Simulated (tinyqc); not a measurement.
From results back to parameters: Boltzmann transport in a parabolic band with a power-law relaxation time. Four cases, with inputs chosen for the exercise.

Problem. The Seebeck coefficient and the Hall density nH = n/rH are given; md is hidden (a Pisarenko analysis).

F_j(eta) = (1/Gamma(j + 1)) integral_0^infinity x^j dx/(1 + exp(x - eta)), which tends to exp(eta) for eta << 0.

n = N F_1/2(eta) with N = 2 (m kB T/(4 pi c))^(3/2) with c = hbar^2/2m0, in 1/angstrom^3; times 1e24 for 1/cm^3, m = md.

tau = tau0 x^r with x = E/kT. With K_j = Gamma(j + 1) F_j(eta): <tau> = tau0 (r + 3/2) K_(r+1/2)/((3/2) K_(1/2)); mu = <tau>/(mc m0/e), m0/e = 5.685630e-12 kg/C; Hall factor rH = (3/2) K_(1/2) (2r + 3/2) K_(2r+1/2)/((r + 3/2) K_(r+1/2))^2; Seebeck S = -(kB/e) [(r + 5/2) K_(r+3/2)/((r + 3/2) K_(r+1/2)) - eta]; Lorenz number L = (kB/e)^2 [(r + 7/2) K_(r+5/2)/((r + 3/2) K_(r+1/2)) - ((r + 5/2) K_(r+3/2)/((r + 3/2) K_(r+1/2)))^2]; kB/e in V/K. Valley anisotropy is left out of rH.

Constants: hbar^2/2m0 = 3.80998211 eV angstrom^2; kB = 8.617333262e-05 eV/K.

Case 1.

Values chosen (out of a larger set: masses near those of InAs; tau0 is set for a mobility of the usual size at this n, kL is a free input; freeze-out and phonon drag, which matter near 77 K, are left out; not measured data): r = 1.5 (exponent of tau); T = 300 K.

S = -357.137 microvolt/K
nH = 4.8824e+16 1/cm^3

Case 2.

Values chosen (out of a larger set: masses near those of InP; tau0 is set for a mobility of the usual size at this n, kL is a free input; freeze-out and phonon drag, which matter near 77 K, are left out; not measured data): r = -0.5 (exponent of tau); T = 400 K.

S = -451.750 microvolt/K
nH = 2.9779e+16 1/cm^3

Case 3.

Values chosen (out of a larger set: masses near those of GaN; tau0 is set for a mobility of the usual size at this n, kL is a free input; freeze-out and phonon drag, which matter near 77 K, are left out; not measured data): r = 1.5 (exponent of tau); T = 300 K.

S = -314.125 microvolt/K
nH = 1.7524e+18 1/cm^3

Case 4.

Values chosen (out of a larger set: masses near those of GaN; tau0 is set for a mobility of the usual size at this n, kL is a free input; freeze-out and phonon drag, which matter near 77 K, are left out; not measured data): r = -0.5 (exponent of tau); T = 200 K.

S = -372.264 microvolt/K
nH = 1.0246e+17 1/cm^3

Find: eta; rH; n; md.

Solution. S depends on eta alone and |S| falls steadily with it; eta gives rH and so n, and N = n/F_1/2(eta) gives md from N proportional to md^(3/2).

Case 1.

eta = 0.07
rH = 1.741
n = 8.5e+16 1/cm^3
md = 0.026 m0

Case 2.

eta = -3.22
rH = 1.175
n = 3.5e+16 1/cm^3
md = 0.081 m0

Case 3.

eta = 0.71
rH = 1.655
n = 2.9e+18 1/cm^3
md = 0.200 m0

Case 4.

eta = -2.27
rH = 1.171
n = 1.2e+17 1/cm^3
md = 0.198 m0

Computed by tinyqc, one run a case: `OMP_NUM_THREADS=1 python tinyqc.py N N+1 out.jsonl` with N = 1681449, 1681482, 1681490, 1681598; one thread of a shared Intel(R) Xeon(R) Processor @ 2.30GHz, about 0.02 s a run at most.
